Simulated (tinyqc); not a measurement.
Pair of shallow donors (hydrogen-like orbitals): sweeps and comparisons. A value that a table varies takes the place of the one given here.

Each donor has the orbital exp(-r/a); energy unit Ha* = q/(eps a), q = e^2/(4 pi eps0), so that a lone donor is bound by Ha*/2; x = R/a. One electron: S = (1 + x + x^2/3) exp(-x), j = 1/x - (1 + 1/x) exp(-2x), k = (1 + x) exp(-x); levels E(+/-) = -1/2 - (j +/- k)/(1 +/- S) in Ha*, without the repulsion of the ions, split by D = |E(-) - E(+)|. In six valleys the overlaps S and k are multiplied by v = [cos(K Rx) + cos(K Ry) + cos(K Rz)]/3, K = k0 (2 pi/a_lat), for isotropic envelopes and the symmetric valley state.

Two electrons, Heitler-London: with S' = (1 - x + x^2/3) exp(x), C = 1/x - exp(-2x)(1/x + 11/8 + 3x/4 + x^2/6), X = (1/5){exp(-2x)(25/8 - 23x/4 - 3x^2 - x^3/3) + (6/x)[S^2 (0.5772157 + ln x) + S'^2 Ei(-4x) - 2 S S' Ei(-2x)]}, Q = C - 2j + 1/x and A = X - 2 S k + S^2/x, the singlet and triplet lie at (Q +/- w A)/(1 +/- w S^2) from two lone donors, with the valley weight w = v^2; the exchange is J = triplet - singlet.

Constants: e^2/(4 pi eps0) = 14.39964547 eV angstrom.

Values chosen for the exercise (near those of two donors in Si; the results hold for these values, not for the real material): a = 20 angstrom (orbital radius); eps = 11.6 (dielectric constant); a_lat = 5.431 angstrom (lattice constant); k0 = 0.848 2 pi/a_lat (valley position); sites = ((13, 0, 0), (13.25, 0.25, 0.25), (13.5, 0.5, 0), (13, 0.5, 0.5), (12.75, 0.25, -0.25), (13.75, 0.25, -0.25), (13, 1, 0), (13.25, 0.75, -0.25), (14, 0.5, 0.5)) a_lat (positions of the second donor); Ns = (0.025, 0.064, 0.15, 0.38, 0.89, 1.9, 3.8) x 1e18/cm^3 (donor densities); n = (15, 0, 0) a_lat (separation vector).

## Placement within one cell

D and J for each site, and for v = 1.

Results:
```
site                  R (angstrom)       v  D (meV)  J (micro-eV)  J for v = 1
(13, 0, 0)                    70.6   0.996     8.05      2.40e+03     2.42e+03
(13.25, 0.25, 0.25)           72.0   0.187     1.35          76.7     2.20e+03
(13.5, 0.5, 0)                73.4  -0.278     1.93           154     2.00e+03
(13, 0.5, 0.5)                70.7  -0.263     1.99           165     2.41e+03
(12.75, 0.25, -0.25)          69.3   0.284     2.26           213     2.65e+03
(13.75, 0.25, -0.25)          74.7  -0.021    0.138         0.796     1.82e+03
(13, 1, 0)                    70.8   0.855     6.74      1.74e+03     2.39e+03
(13.25, 0.75, -0.25)          72.1  -0.111    0.799          26.7     2.19e+03
(14, 0.5, 0.5)                76.1  -0.361     2.28           214     1.64e+03
```

What does this show, and why?

Over these sites the envelope alone changes J by a factor 1.61, and the valley factor v^2 by 2.26e+03; J runs from 0.796 at (13.75, 0.25, -0.25) to 2.4e+03 micro-eV at (13, 0, 0). Moves of less than one lattice constant change the phases of the valleys along each axis that moves, so the placement must be exact to the site.

## From lone donors to an impurity band (impurity band of shallow donors (Hubbard estimate))

Donors on a simple cubic lattice of spacing R = N^(-1/3) (1/angstrom^3 = 1e24/cm^3), Ha* = q/(eps a), q = e^2/(4 pi eps0), x = R/a. Hopping t = Ha* (1 + x) exp(-x), band width B = 12 t, on-site repulsion U = (5/8) Ha*; the gap closes near B/U = 1.15. Valley factors and disorder are left out.

Results:
```
N (1e18/cm^3)  R (angstrom)  N^(1/3) a   t (meV)   B (meV)       B/U
0.025                 342.0      0.058  4.21e-05  0.000505  1.30e-05
0.064                 250.0      0.080   0.00312    0.0375  0.000966
0.15                  188.2      0.106    0.0529     0.635    0.0164
0.38                  138.1      0.145     0.493      5.91     0.152
0.89                  104.0      0.192      2.13      25.5     0.658
1.9                    80.7      0.248      5.52      66.2      1.71
3.8                    64.1      0.312      10.6       127      3.28
```

What can be read from the table?

B/U passes 1.15 between 0.89 and 1.9 x 1e18/cm^3; the root is x = 4.52, N^(1/3) a = 0.221, N = 1.3 x 1e18/cm^3, below the 2.2 that the empirical rule N^(1/3) a = 0.26 gives; the estimate is rough, since random positions, the overlap of the orbitals and screening are left out. While N grows by 152 times, t grows by 2.52e+05 times.

## What each parameter does

x, D = |E(-) - E(+)| and J. Each row changes one parameter from the base and keeps the others.

Results:
```
case                       x  D (meV)  J (micro-eV)
base                   4.073    3.196           409
a = 22 angstrom        3.703    3.779           631
eps = 12.8             4.073    2.897           370
k0 = 0.828 2 pi/a_lat  4.073    1.967           157
n = (16, 0, 0) a_lat   4.345    1.566          99.0
```

What does this show?

The largest shifts from the base row, up to three for each result and ties (the steps differ in size, so this ranks the rows, not the parameters). x: a -0.370, n +0.272; unchanged at the printed digits by eps and k0. D (meV): n -1.63, k0 -1.23, a +0.583. J (micro-eV): n -310, k0 -252, a +222.

Computed by tinyqc, a small Python program: `OMP_NUM_THREADS=1 python tinyqc.py 1281738 1281739 out.jsonl` (the numbers bound the seed that draws the inputs); one thread of a shared host (Intel(R) Xeon(R) Processor @ 2.30GHz), about 0.01 s for the whole set of steps.
